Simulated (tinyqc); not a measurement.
# Read current of a NAND string, cells in series solved by shooting, step by step

Computed by the program tinyqc: `OMP_NUM_THREADS=1 python tinyqc.py 2142284 2142285 out.jsonl`, one thread of a shared Intel Xeon 2.30GHz, about 0.4 s for the whole run. Printed values are rounded.

Cells in series, numbered from 0 at the source line (0 V) to the bit line, each followed by a gap resistance Rg. A cell with gate Vg, threshold VT, source Vs and drain Vd passes I = 2 nf K Vt^2 [F(Vs) - F(Vd)]/(1 + th max(Vg - VT, 0)), F(V) = ln^2(1 + exp((Vg - VT - nf V)/(2 nf Vt))). The selected cell has Vg = Vr, the others Vg = Vp.

Parameters, values chosen for the exercise; values of the order met in vertical NAND strings:
```
symbol,value,unit,meaning
T,300,K,temperature
K,17,uA/V^2,gain factor of a cell
nf,1.3,,slope factor
th,0.16,1/V,mobility reduction factor
Rg,1.2,kohm,resistance of the gap between cells
Vbl,0.3,V,bit-line voltage
Vp,7.2,V,pass voltage
Vr,3.41,V,read voltage on the selected word line
```

Constants: q = 1.602176634e-19 C, kB = 1.380649e-23 J/K, Vt = kB T/q. Results are converted to the units shown.

## Step 1: node voltages for a trial current

first trial current = 0.47 uA
thresholds from the source end, cell 0 to 4 (V): [3.8, 3.8, 3, -0.5, -0.5]

For a trial current I start at 0 V and, cell by cell (the selected one is cell 2), solve for the drain: sqrt(F(Vd)) = sqrt(F(Vs) - I/k), k = 2 nf K Vt^2/(1 + th max(Vg - VT, 0)), Vd = [Vg - VT - 2 nf Vt ln(exp(sqrt F) - 1)]/nf, then add I Rg.

node voltage after each cell and gap, trial 1, cell 0 to 4 (V): [0.0131493, 0.0263625, 0.121377, 0.130129, 0.138893]

## Step 2: node voltages for a trial current

second trial current = 0.69 uA

As before.

node voltage after each cell and gap, trial 2, cell 0 to 4 (V): [0.0193252, 0.0387892, 0.223698, 0.236766, 0.249862]

## Course of the secant iteration

Secant steps on the end voltage less Vbl, from the two trials; a trial above the saturation current of a cell has no solution and is moved halfway to the previous trial. Stop below 1e-9 V.

Course of the iteration:
```
iteration    I (uA)  end voltage - Vbl (V)  halvings
1          0.739700                2.03e-3         1
2          0.737767               -8.79e-4         0
3          0.738351               -1.42e-5         0
4          0.738360                9.98e-8         0
5          0.738360              -1.13e-11         0
```

Converged in 5 iterations to I = 0.73836 uA. The selected cell takes 76.5 % of the bit-line voltage and the gaps together 1.48 %.
